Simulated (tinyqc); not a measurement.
## MOS capacitor on a p-type substrate, surface potential from the exact charge relation: effect of the temperature on threshold and swing

Uniform p-type substrate, Boltzmann statistics, full ionisation, classical densities. psi is the surface potential against the body (positive when the bands bend down) and u = psi/Vt. Traps are spread evenly over the gap and neutral at flat band, so their charge is -q Dit psi; the minority quasi-Fermi level is shifted by Vb.

Nc and Nv are given at 325 K and scale as (T/325 K)^1.5; Eg is held fixed. ni = sqrt(Nc Nv) exp(-Eg/(2 Vt)), Eg in volts; phiF = Vt ln(N/ni); Cox = eps0 eox/tox; Vfb = phiM - chi - (Eg - Vt ln(Nv/N)) - q Nf/Cox; VT = Vfb + [(2 phiF + Vb)(1 + q Dit/Cox) + sqrt(2 eps0 eps_r q N (2 phiF + Vb))/Cox]. gamma = sqrt(2 eps0 eps_r q N)/Cox; Wm = sqrt(2 eps0 eps_r (2 phiF + Vb)/(q N)); m = 1 + (eps0 eps_r/Wm + q Dit)/Cox; swing m Vt ln 10; Cmin/Cox = 1/(1 + Cox Wm/(eps0 eps_r)).

Inputs (values chosen for the exercise); band and dielectric values close to those of germanium:

| symbol | value | unit | meaning |
|---|---|---|---|
| Eg | 0.673 | eV | band gap |
| eps_r | 15.8 |  | relative permittivity |
| Nc | 1.18e19 | cm^-3 | conduction-band density of states at the reference temperature |
| Nv | 6.87e18 | cm^-3 | valence-band density of states at the reference temperature |
| chi | 3.95 | eV | electron affinity |
| N | 2.9e17 | cm^-3 | acceptor density of the substrate |
| eox | 3.9 |  | relative permittivity of the gate insulator (close to silicon dioxide) |
| tox | 2.3 | nm | insulator thickness |
| phiM | 4.14 | eV | gate work function |
| Nf | 0 | cm^-2 | fixed charge at the interface, in units of q |
| Dit | 2e11 | cm^-2 eV^-1 | density of interface traps |
| Vb | 0 | V | reverse bias of the inversion layer against the body |

Constants: q = 1.602176634e-19 C, kB = 1.380649e-23 J/K, Vt = kB T/q, eps0 = 8.8541878128e-14 F/cm where lengths are in cm. Results are converted to the units shown.

The same in every row: gamma (V^0.5) = 0.24015.

Effect of the temperature on threshold and swing:
```
T (K)	Vfb (V)	2 phiF (V)	VT (V)	Wm (nm)	m	swing (mV/decade)	Cmin/Cox
200	-0.44100	0.57968	0.33390	59.083	1.1791	46.790	0.13623
240	-0.42695	0.54971	0.31255	57.535	1.1833	56.350	0.13938
280	-0.41203	0.51800	0.28987	55.851	1.1882	66.013	0.14298
320	-0.39636	0.48481	0.26601	54.032	1.1938	75.800	0.14709
360	-0.38005	0.45033	0.24104	52.075	1.2003	85.738	0.15178
400	-0.36317	0.41469	0.21502	49.972	1.2078	95.862	0.15716
```

What does the comparison show?

As T goes from 200 to 400, VT falls from 0.334 to 0.215 V, the swing rises from 46.8 to 95.9 mV/decade and Cmin/Cox rises from 0.136 to 0.157. Of the change of VT by -0.119 V, 0.0778 V comes from Vfb and -0.197 V from the band bending and the charge it takes. VT changes by -0.594 mV/K on average.

Computed by the program tinyqc: `OMP_NUM_THREADS=1 python tinyqc.py 2060017 2060018 out.jsonl`, one thread of a shared Intel Xeon 2.30GHz, about 0.01 s for the whole run.
